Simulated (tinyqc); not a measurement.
Speciation in dilute and buffered hydrofluoric acid, oxide etch rate and bath loading: one step, computed by the program tinyqc. Command: `OMP_NUM_THREADS=1 python tinyqc.py 3120120 3120121 out.jsonl hfetch walk`. One thread of a shared host (Intel(R) Xeon(R) Processor @ 2.30GHz), about 0.01 s of CPU time with the checks.

Concentrations stand for activities, NH4+ and Cl- are spectators, and water ionisation is neglected. H, F and HF2 denote the ions H+, F- and HF2-. The base temperature is 298 K.

Task: Etch rate. Rate = k_a ([HF] + 2 [H2F2]) + k_b [HF2], an empirical two-term form. Time = oxide/rate; a temperature error changes the rate by exp((E_a/k_B)(1/298 - 1/(298 + error))) - 1.

Inputs (values chosen for the exercise, of the order of those for thermal oxide at room temperature):

| quantity | value | unit |
|---|---|---|
| rate constant of neutral HF k_a | 8.9 | nm L/(min mol) |
| rate constant of HF2 k_b | 65 | nm L/(min mol) |
| activation energy | 0.42 | eV |
| temperature error | 3 | K |
| oxide removed per wafer | 39 | nm |

[HF] = 0.05089744 mol/L

[H2F2] = 0 mol/L

[HF2] = 1.347108e-05 mol/L

Constants: k_B = 8.617333262e-05 eV/K.

Give: etch rate; share of HF2 in the rate; etch time; rate change from the temperature error.

Result:

etch rate = 0.4539 nm/min

share of HF2 in the rate = 0.1929 %

etch time = 5156 s

rate change from the temperature error = 17.70 %
